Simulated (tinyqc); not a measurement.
Inside a calculation. Model: Deal-Grove kinetics of thermal oxidation of silicon. Computed by tinyqc, a small Python program that keeps every step. Command: `OMP_NUM_THREADS=1 python tinyqc.py 3011764 3011765 out.jsonl oxide walk`. One thread of a shared host (Intel(R) Xeon(R) Processor @ 2.30GHz), about 0.03 s of CPU time with the checks. Intermediate numbers are printed to about 7 digits and carried at full precision; extremes and crossings named in words are read from the listed rows.

Oxidant diffuses through the oxide and reacts at the interface, so that dx/dt = B/(A + 2x) for the oxide thickness x.

Inputs (values chosen for the exercise, close to those used for silicon): prefactor B0 = 373 um^2/h; activation energy E_B = 0.79 eV; prefactor (B/A)0 = 1.07e+08 um/h; activation energy E_A = 2.03 eV; temperature T = 1150 C; oxidant pressure p = 1 atm; pressure exponent m of B/A = 1; initial oxide x_i = 0.1 um; time t = 5.6 h; field oxide beside the window x_f = 0.29 um.

Ambient: steam. Surface: (100). Extension: masking step.

Constants: k_B = 8.617333262e-05 eV/K.

## Rate constants

B = B0 p exp(-E_B/(k_B T)), B/A = (B/A)0 p^m exp(-E_A/(k_B T)), p in atm; A = B/(B/A). Temperatures in kelvin are T(C) + 273.15.

parabolic constant B = 0.5944216 um^2/h

linear constant B/A = 6.927515 um/h

length A = 0.08580589 um

Reaction at the interface limits growth while x is well below A/2 = 0.0429 um, diffusion once x is well above it.

## Thickness after the oxidation

tau = (x_i^2 + A x_i)/B and x = (A/2) [sqrt(1 + 4 B (t + tau)/A^2) - 1], the root of x^2 + A x = B (t + tau). Silicon consumed is 0.44 times the oxide grown; the rate is B/(A + 2x).

tau = 0.03125827 h

oxide thickness x = 1.787174 um

silicon consumed = 0.7423566 um

final growth rate = 0.1624034 um/h

2x/A = 41.7: diffusion through the oxide limits the rate.

## Full law against its linear and parabolic limits

Linear limit x = (B/A)(t + tau); parabolic limit x = sqrt(B (t + tau)).

Thickness (um):
```
t (h)      full  linear limit  parabolic limit      2x/A
0.05   0.181022  5.629179e-01         0.219776    4.2193
0.1    0.239698  9.092936e-01         0.279326    5.5870
0.25   0.368226  1.948421e+00         0.408884    8.5828
0.5    0.520686  3.680299e+00         0.561953   12.1364
1      0.741216  7.144057e+00         0.782945   17.2766
2      1.056763  1.407157e+01         1.098828   24.6315
4      1.505679  2.792660e+01         1.547988   35.0950
8      2.142456  5.563666e+01         2.184938   49.9373
16     3.044356  1.110568e+02         3.086961   70.9591
32     4.320801  2.218970e+02         4.363493  100.7111
```

Both limits lie above the full result, since each drops one resistance. The linear law overshoots by 210 % in the first row and 5000 % in the last, the parabolic law by 21 % and 0.99 %. The parabolic law is the better one in every row, as 2x/A stays above 1.24.

## A window beside field oxide

The same oxidation acts on the field oxide, with x_f in place of x_i. Each region consumes 0.44 times the oxide it grows; the step in the silicon surface is the difference, and the step in the oxide surface is (x_f(new) - 0.44 growth) against the same for the window, counted from the silicon surface before this oxidation.

field oxide afterwards = 1.811709 um

step in the silicon = 0.07280469 um

step in the oxide surface = 0.09733949 um

The field oxide grows by 1.52 um and the window by 1.69 um: the thicker film slows the oxidant.

Checks made by the program: closed form against Runge-Kutta integration of dx/dt (relative difference below 1e-10).
